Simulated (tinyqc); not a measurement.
Size effects in the resistivity of thin metal films and interconnect lines. From resistivity rho back to grain-boundary reflection R. Computed by tinyqc, a small Python program. Command: `OMP_NUM_THREADS=1 python tinyqc.py 3007803 3007804 out.jsonl size inv`. One thread of a shared host (Intel(R) Xeon(R) Processor @ 2.30GHz), about 0.02 s of CPU time with the checks.

Electrons lose their drift at surfaces (a share 1 - p of the hits) and at grain boundaries (reflection R), besides bulk scattering.

Inputs (values chosen for the exercise, modelled on copper):

| quantity | value | unit |
|---|---|---|
| bulk resistivity rho_b | 1.7 | microohm cm |
| bulk mean free path lambda | 41.2 | nm |
| specularity p | 0 | - |
| film thickness h | 21 | nm |
| grain size over thickness | 2.1 | - |

Geometry: film.

Method:
- D = (ratio) h.
- Mayadas-Shatzkes: alpha = (lambda/D) R/(1 - R); rho_b/rho = 1 - 3 alpha/2 + 3 alpha^2 - 3 alpha^3 ln(1 + 1/alpha).
- Fuchs-Sondheimer film: rho_b/rho = 1 - (3/(2 kappa))(1 - p) int_0^1 (s - s^3)(1 - exp(-kappa/s))/(1 - p exp(-kappa/s)) ds, f = rho/rho_b, kappa = thickness/lambda, 80 Gauss-Legendre points.
- Both together (Mayadas-Shatzkes film): rho_b/rho = (rho_b/rho of the grains alone) - (6/(pi kappa))(1 - p) int_0^(pi/2) dphi int_0^1 ds (cos^2 phi/H^2)(s - s^3)(1 - exp(-kappa H/s))/(1 - p exp(-kappa H/s)), H = 1 + alpha/(cos phi sqrt(1 - s^2)), 40 x 80 Gauss-Legendre points.
- Sheet resistance rho/h; additive estimate rho_b (f_surface + f_grain - 1).

Problem. A run gave the result below. Find the grain-boundary reflection R, known to lie between 0.13 and 0.24.

resistivity rho = 3.646858 microohm cm

Solution.

Each step takes the trial c = (a f_b - b f_a)/(f_b - f_a), f being the result less the target and a, b, c the logarithms of the listed values; c replaces end b, the old b replaces a if the sign of f changed, and otherwise f_a is halved.

Scan of the range:

| grain-boundary reflection R | resistivity rho (microohm cm) |
|---|---|
| 0.130 | 3.55393 |
| 0.144 | 3.59406 |
| 0.159 | 3.63842 |
| 0.177 | 3.69360 |
| 0.196 | 3.75433 |
| 0.217 | 3.82464 |
| 0.240 | 3.90582 |

False position (Illinois rule, in the logarithm of the input) inside the bracket:

| step | end a | end b | trial | resistivity rho (microohm cm) |
|---|---|---|---|---|
| 1 | 0.159000 | 0.177000 | 0.161630 | 3.64634 |
| 2 | 0.177000 | 0.161630 | 0.161790 | 3.64683 |
| 3 | 0.177000 | 0.161790 | 0.161809 | 3.64689 |
| 4 | 0.161790 | 0.161809 | 0.161800 | 3.64686 |

Resistivity rho rises at every point of a 13-point scan of the range (every second point is shown), so one value fits; it is bracketed by 0.159 and 0.177. Answer: grain-boundary reflection R = 0.1618.
